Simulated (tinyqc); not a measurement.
# Changing the heavy mass M

Model: three-phonon processes in a diatomic chain: dispersion, energy and momentum conservation, and decay channels of optical phonons. Computed by tinyqc, a small Python program. Command: `OMP_NUM_THREADS=1 python tinyqc.py 3120926 3120927 out.jsonl threeph sweep`. One thread of a shared host (Intel(R) Xeon(R) Processor @ 2.30GHz), about 0.01 s of CPU time with the checks.

Cell length a, two atoms, one spring constant. x = q a/pi runs from -1 to 1; A and O are the acoustic and optical branches. Matrix elements are not computed: only conservation laws and occupation factors are followed.

Inputs (values chosen for the exercise, for a model chain): light mass m = 28.1 u; spring constant k = 13 eV/angstrom^2.

Constants: nu for 1 eV/(angstrom^2 u) = 15.6333042 THz.

Method. omega^2 = k (1/m + 1/M) -/+ k sqrt((1/m + 1/M)^2 - 4 sin^2(pi x/2)/(m M)); nu = 15.6333042 THz x sqrt(omega^2) for eV/(angstrom^2 u). Acoustic top sqrt(2 k/M), optical bottom sqrt(2 k/m), optical top sqrt(2 k (1/m + 1/M)).

One run for each value:

| heavy mass M (u) | optical top over twice the acoustic top | optical bottom over twice the acoustic top | optical width over acoustic top | acoustic top (THz) |
|---|---|---|---|---|
| 29.5 | 0.7159 | 0.5123 | 0.40711 | 14.677 |
| 36.5 | 0.7581 | 0.5699 | 0.37652 | 13.194 |
| 45.0 | 0.8064 | 0.6327 | 0.34742 | 11.883 |
| 56.2 | 0.8660 | 0.7071 | 0.31784 | 10.633 |
| 70.2 | 0.9352 | 0.7903 | 0.28978 | 9.514 |
| 81.5 | 0.9875 | 0.8515 | 0.27189 | 8.830 |
| 98.4 | 1.0609 | 0.9357 | 0.25044 | 8.036 |
| 126.0 | 1.1709 | 1.0588 | 0.22425 | 7.102 |
| 169.0 | 1.3242 | 1.2262 | 0.19605 | 6.132 |

What does the table show?

Over the rows, optical top over twice the acoustic top rises from 0.716 to 1.32 (exponent d ln y / d ln x 0.27 between the first rows and 0.42 between the last); optical bottom over twice the acoustic top rises from 0.512 to 1.23 (exponent d ln y / d ln x about 0.50 throughout); optical width over acoustic top falls from 0.407 to 0.196 (exponent d ln y / d ln x -0.37 between the first rows and -0.46 between the last).
